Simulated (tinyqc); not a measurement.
Raising U: Hubbard chain of 4 sites, mean field against exact. Computed by the program tinyqc. Collinear unrestricted mean field (the lowest of 40 random starts) against exact diagonalisation.

one-body matrix (hopping and site energies) (eV):
```
         1        2        3        4
1   0.0000  -0.6200   0.0000   0.0000
2  -0.6200   0.0000  -0.6200   0.0000
3   0.0000  -0.6200   0.0000  -0.6200
4   0.0000   0.0000  -0.6200   0.0000
```

electrons, up and down: 2  2

Exact and mean-field results (eV):

| U | U/t | E exact | E mean field | mean \|n_up - n_down\| | double occupancy, exact | first gap in the sector |
|---|---|---|---|---|---|---|
| 0.310 | 0.500 | -2.47881 | -2.46272 | 0.000 | 0.224 | 0.680 |
| 0.620 | 1.000 | -2.21673 | -2.15272 | 0.000 | 0.199 | 0.607 |
| 1.240 | 2.000 | -1.78308 | -1.54816 | 0.393 | 0.152 | 0.489 |
| 1.860 | 3.000 | -1.45540 | -1.14204 | 0.697 | 0.114 | 0.401 |
| 2.480 | 4.000 | -1.21095 | -0.88928 | 0.820 | 0.085 | 0.335 |
| 3.720 | 6.000 | -0.88780 | -0.60822 | 0.918 | 0.049 | 0.247 |
| 4.960 | 8.000 | -0.69265 | -0.46008 | 0.953 | 0.031 | 0.193 |
| 7.440 | 12.000 | -0.47620 | -0.30855 | 0.979 | 0.015 | 0.133 |
| 12.400 | 20.000 | -0.29054 | -0.18569 | 0.993 | 0.006 | 0.081 |

What does the comparison show, and why?

In absolute terms mean field is worst at U/t = 4.0, 0.322 eV too high: at small U it is nearly exact, and at large U it misses only exchange-scale energies. Its local moments set in at U/t = 2.0 of those listed, a broken symmetry that the exact state of a finite cluster with equal spins does not have. Relative to the exact energy its error is 0.6 % at the smallest U, 36 % at most and 36 % at the largest. The double occupancy falls from 0.224 to 0.006; at the largest U the first gap is 0.65 times the exchange scale 4t^2/U.
